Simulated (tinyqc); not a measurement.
Modulation-doped quantum well, Poisson-Schroedinger loop: course of the self-consistent loop.

A well of width L centred at z = 0 between barriers Vb; effective-mass electrons, parabolic bands. The electrons come from donor sheets outside the mesh, a share fL of Ns on the left and the rest on the right, so the structure is neutral. Energies are counted from the band edge of the well, with U = 0 on the first node in the Hartree part.

V0 = 0 in the well and Vb outside, plus q Fz z (1 kV/cm = 1e-4 eV/nm).

Tridiagonal Hamiltonian with psi = 0 one step beyond both ends: H_ii = C (1/m_(i-1/2) + 1/m_(i+1/2))/hz^2 + V0_i + U_i, H_(i,i+1) = -C/(m_(i+1/2) hz^2), C = hbar^2/(2 m0). The lowest 2 level(s) are kept, normalised to hz sum |psi|^2 = 1.

Level k holds N_k = D_k Vt ln(1 + exp((EF - E_k)/Vt)) with D = md m0 q/(pi hbar^2) per eV (spin included); EF is fixed by sum N_k = Ns.

n_i = sum_k N_k |psi_k|^2 (converted to cm^-3). Hartree part by Gauss: on the interval after node i the enclosed sheet charge is S_i = fL Ns - hz sum_(j<=i) n_j, and U_(i+1) = U_i + q S_i hz/(eps0 eps_r) in eV, U_1 = 0. Mixing: U(new) = U + a (U(out) - U).

Start from U = 0. Stop when the largest |U(out) - U| is below 1e-7 eV, or after 120 rounds.

Inputs (values chosen for the exercise); material values close to those of GaN in AlGaN:
```
symbol,value,unit,meaning
T,4.2,K,temperature
md,0.205,m0,in-plane mass
Vb,0.408,eV,barrier height
eps_r,9.25,,relative permittivity (all layers)
L,7,nm,well width
hz,1,nm,mesh step
Ns,1e12,cm^-2,sheet density of electrons
fL,0.5,,share of the donors on the left side
Fz,36,kV/cm,applied field along z
a,0.5,,mixing factor
```

Constants: q = 1.602176634e-19 C, kB = 1.380649e-23 J/K, hbar = 1.054571817e-34 J s, m0 = 9.1093837015e-31 kg, Vt = kB T/q, eps0 = 8.8541878128e-14 F/cm where lengths are in cm, hbar^2/(2 m0) = 0.0380998212 eV nm^2. Results are converted to the units shown.

z, node 1 to 13 (nm): -6  -5  -4  -3  -2  -1  0  1  2  3  4  5  6
mass on the intervals 1/2, 3/2, ... (mean of both at an interface) (m0): 0.248  0.248  0.248  0.226  0.204  0.204  0.204  0.204  0.204  0.204  0.226  0.248  0.248  0.248

Course of the iteration:
```
round  level E1 (eV)    EF (eV)  largest |U(out) - U| (eV)
1          0.0225240  0.0342015                     0.0435
2          0.0418012  0.0534787                     0.0217
3          0.0514106  0.0630881                     0.0108
4          0.0562019  0.0678793                    5.35e-3
5          0.0585886  0.0702661                    2.65e-3
6          0.0597763  0.0714537                    1.31e-3
7          0.0603668  0.0720442                    6.50e-4
8          0.0606602  0.0723377                    3.22e-4
9          0.0608059  0.0724834                    1.59e-4
...              ...        ...                        ...
12         0.0609321  0.0726096                    1.93e-5
13         0.0609410  0.0726185                    9.53e-6
14         0.0609454  0.0726229                    4.72e-6
15         0.0609476  0.0726250                    2.34e-6
16         0.0609487  0.0726261                    1.16e-6
17         0.0609492  0.0726267                    5.73e-7
18         0.0609495  0.0726269                    2.84e-7
19         0.0609496  0.0726271                    1.41e-7
20         0.0609497  0.0726271                    6.98e-8
```

Did this iteration meet its convergence test, and what does its course show?

Yes. Converged in 20 rounds. Towards the end the residual shrinks by a factor of about 0.50 a round.

Program tinyqc, `OMP_NUM_THREADS=1 python tinyqc.py 2140003 2140004 out.jsonl`; Intel Xeon 2.30GHz, shared host, one thread, about 0.1 s.
